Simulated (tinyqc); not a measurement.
# Worked calculation: ellipsometry and reflectance of a transparent film on an absorbing substrate

Numbers from tinyqc (`OMP_NUM_THREADS=1 python tinyqc.py 2870171 2870172 out.jsonl`; about 0.01 s on one thread of a shared Intel Xeon 2.30GHz). Printed values are rounded.

Air (index 1), film, substrate with N2 = n2 - i k2; time factor exp(+i w t). q_j = sqrt(N_j^2 - sin^2 th), root with positive real part. Fresnel coefficients r_s = (q_a - q_b)/(q_a + q_b), r_p = (N_b^2 q_a - N_a^2 q_b)/(N_b^2 q_a + N_a^2 q_b). tan(Psi) exp(i Delta) = R_p/R_s, Delta taken from 0 to 360 degrees.

Values chosen for this exercise; indices close to those of silicon dioxide on silicon:
- lam = 632.8 nm (wavelength)
- th = 70 degrees (angle of incidence)
- n1 = 1.461 (index of the transparent film)
- d = 9.1 nm (film thickness)
- n2 = 3.882 (index of the substrate)
- k2 = 0.019 (extinction coefficient of the substrate)

## Interface coefficients and thickness period

q0, q1, q2 and the coefficients r01 and r12 for p and s; the results repeat in d with the period lam/(2 q1).

q0 = 0.342020
q1 = 1.11870
q2 = 3.76655-0.01958i
r01,p = -0.210225
r01,s = -0.531712
r12,p = 0.354203-0.002007i
r12,s = -0.542016+0.001836i
period = 282.827 nm

## Psi, Delta and reflectances

beta = 2 pi d q1/lam, X = exp(-2 i beta), R = (r01 + r12 X)/(1 + r01 r12 X) for p and s.

beta = 0.101081 rad
X = 0.979635-0.200788i
R_p = 0.145731-0.081244i
R_s = -0.830768+0.048170i
Psi = 11.3374 degrees
Delta = 154.179 degrees
|R_p|^2 = 0.0278382
|R_s|^2 = 0.692496

The bare substrate gives Psi = 10.57 and Delta = 179.23 degrees.
